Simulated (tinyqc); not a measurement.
Trap spacing and activation energy from three currents.

Problem. In its exponential range, without heating, an amorphous layer of thickness ua passes I = (I0/2) exp[-(Ea - q V dz/(2 ua))/kB T]. Find dz, Ea and I0.

Parameters, values chosen for the exercise: amorphous thickness ua = 36 nm.

Constants: q = 1.602176634e-19 C, kB = 1.380649e-23 J/K. Results are converted to the units shown.

I at (1.1 V, 300 K), (1.6 V, 300 K) and (1.6 V, 340 K) (nA): [95.050844, 416.48024, 1614.7955]

Answer. The two voltages give dz/ua, the two temperatures the lowered barrier.

dz = 5.500 nm
Ea = 0.4200 eV
I0 = 83.77 mA

Program tinyqc, `OMP_NUM_THREADS=1 python tinyqc.py 2490118 2490119 out.jsonl`; Intel Xeon 2.30GHz, shared host, one thread, about 0.01 s.
